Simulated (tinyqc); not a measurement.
ROHF in the sto-6g basis, for H3, spin multiplicity 2, step by step. One step of it, computed by the program tinyqc.

Question. Iteration 3: building the Fock matrix. J_ij = sum D_kl (ij|kl) with D = D(alpha) + D(beta), K_ij = sum D_kl (ik|jl) for each spin; F = H + J - K(s); E = tr D H + tr D J / 2 - 0.5 sum_s tr D(s) K(s) + E_nn.

D(alpha) after iteration 2, lower triangle:
```
          1H 1s      2H 1s     3H 1s
1H 1s  0.201286
2H 1s  0.142221   1.336854
3H 1s  0.183875  -1.049529  1.293122
```

D(beta) after iteration 2, lower triangle:
```
          1H 1s     2H 1s     3H 1s
1H 1s  0.200976
2H 1s  0.161566  0.129884
3H 1s  0.164930  0.132588  0.135348
```

core Hamiltonian H = T + V (hartree), lower triangle:
```
           1H 1s      2H 1s      3H 1s
1H 1s  -1.637009
2H 1s  -1.187274  -1.631853
3H 1s  -1.187620  -1.175961  -1.632007
```

Two-electron integrals (ij|kl) in chemists' order, unique and non-zero (hartree):
```
(11|11) 0.774999   (21|11) 0.379076   (21|21) 0.225346   (22|11) 0.526245
(22|21) 0.379076   (22|22) 0.774999   (31|11) 0.379223   (31|21) 0.206955
(31|22) 0.316550   (31|31) 0.225498   (32|11) 0.314587   (32|21) 0.204967
(32|22) 0.374274   (32|31) 0.205025   (32|32) 0.220382   (33|11) 0.526344
(33|21) 0.316492   (33|22) 0.522977   (33|31) 0.379223   (33|32) 0.374274
(33|33) 0.774999
```

nuclear repulsion = 1.84180843 hartree

Give: Coulomb J; exchange K(alpha); exchange K(beta); F(alpha); F(beta); total energy of this density.

Answer.

Coulomb J (hartree), lower triangle:
```
        1H 1s   2H 1s   3H 1s
1H 1s  1.7534
2H 1s  1.0660  1.8602
3H 1s  1.0656  1.0736  1.8563
```

exchange K(alpha) (hartree), lower triangle:
```
        1H 1s   2H 1s   3H 1s
1H 1s  0.5617
2H 1s  0.5036  0.7640
3H 1s  0.5058  0.4159  0.7543
```

exchange K(beta) (hartree), lower triangle:
```
        1H 1s   2H 1s   3H 1s
1H 1s  0.5180
2H 1s  0.4298  0.4651
3H 1s  0.4316  0.4097  0.4694
```

F(alpha) (hartree), lower triangle:
```
         1H 1s    2H 1s    3H 1s
1H 1s  -0.4453
2H 1s  -0.6249  -0.5356
3H 1s  -0.6278  -0.5183  -0.5300
```

F(beta) (hartree), lower triangle:
```
         1H 1s    2H 1s    3H 1s
1H 1s  -0.4016
2H 1s  -0.5510  -0.2367
3H 1s  -0.5536  -0.5121  -0.2451
```

total energy of this density = -1.272885 hartree
